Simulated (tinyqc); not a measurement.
Inside a calculation. Method: coupled-perturbed Hartree-Fock on RHF in the sto-3g basis, for H3+, spin multiplicity 1. One step of it, computed by the program tinyqc.

Question. Iteration 3 (converged): orbitals. Diagonalise F' = X^T F X, C = X C', fill 1 alpha and 1 beta electrons from the bottom; D = 2 C_occ C_occ^T. Each column has its largest component positive (the first on a tie).

converged F (hartree), lower triangle:
```
           1H 1s      2H 1s      3H 1s
1H 1s  -0.742818
2H 1s  -0.699722  -0.742610
3H 1s  -0.699910  -0.699605  -0.742738
```

X:
```
               1          2         3
1H 1s   1.066315  -0.364634  0.413493
2H 1s  -0.217281   1.105593  0.413409
3H 1s  -0.849143  -0.740793  0.413461
```

Give: F' = X^T F X; orbital energies; coefficients C; D after iteration 3.

Answer.

F' = X^T F X (hartree), lower triangle:
```
         1        2        3
1  -0.0817
2   0.0000  -0.0821
3   0.0000   0.0000  -1.0986
```

orbital energies (hartree): MO1 -1.0986, MO2 -0.0821, MO3 -0.0817

coefficients C:
```
          MO1      MO2      MO3
1H 1s  0.4135  -0.3646   1.0663
2H 1s  0.4134   1.1056  -0.2173
3H 1s  0.4135  -0.7408  -0.8492
```

D after iteration 3, lower triangle:
```
        1H 1s   2H 1s   3H 1s
1H 1s  0.3420
2H 1s  0.3419  0.3418
3H 1s  0.3420  0.3418  0.3419
```
